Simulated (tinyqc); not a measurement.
From results back to parameters: linear model of a band gap against the share of exact exchange. Three cases, with inputs chosen for the exercise.

Problem. Gap and optical dielectric constant were computed at two shares alpha. They follow E = E0 + S alpha and eps = 1 + (e0 - 1)(EP/(EP + S alpha))^2.

Case 1.

Values chosen (out of a larger set: of the order of those of GaN; not measured data): al12 = (0.25, 0.35) (two shares of exact exchange).

gaps (eV): 3.59500  4.27700

eps: 5.262096  5.000620

Case 2.

Values chosen (out of a larger set: of the order of those of diamond; not measured data): al12 = (0.15, 0.25) (two shares of exact exchange).

gaps (eV): 5.10500  5.83500

eps: 5.699012  5.457399

Case 3.

Values chosen (out of a larger set: of the order of those of HfO2; not measured data): al12 = (0.1, 0.25) (two shares of exact exchange).

gaps (eV): 5.01600  6.37500

eps: 4.642420  4.189680

Find: S; E0; EP; e0.

Solution. The two gaps give S and E0. With q = sqrt((eps1 - 1)/(eps2 - 1)) = (EP + S alpha2)/(EP + S alpha1), EP = S (alpha2 - q alpha1)/(q - 1); e0 follows from either eps.

Case 1.

S = 6.82 eV
E0 = 1.89 eV
EP = 19.5 eV
e0 = 6.04

Case 2.

S = 7.30 eV
E0 = 4.01 eV
EP = 26.2 eV
e0 = 6.10

Case 3.

S = 9.06 eV
E0 = 4.11 eV
EP = 18.9 eV
e0 = 5.00

Computed by tinyqc, one run a case: `OMP_NUM_THREADS=1 python tinyqc.py N N+1 out.jsonl` with N = 1880315, 1880361, 1880366; one thread of a shared Intel(R) Xeon(R) Processor @ 2.30GHz, about 0.01 s a run at most.
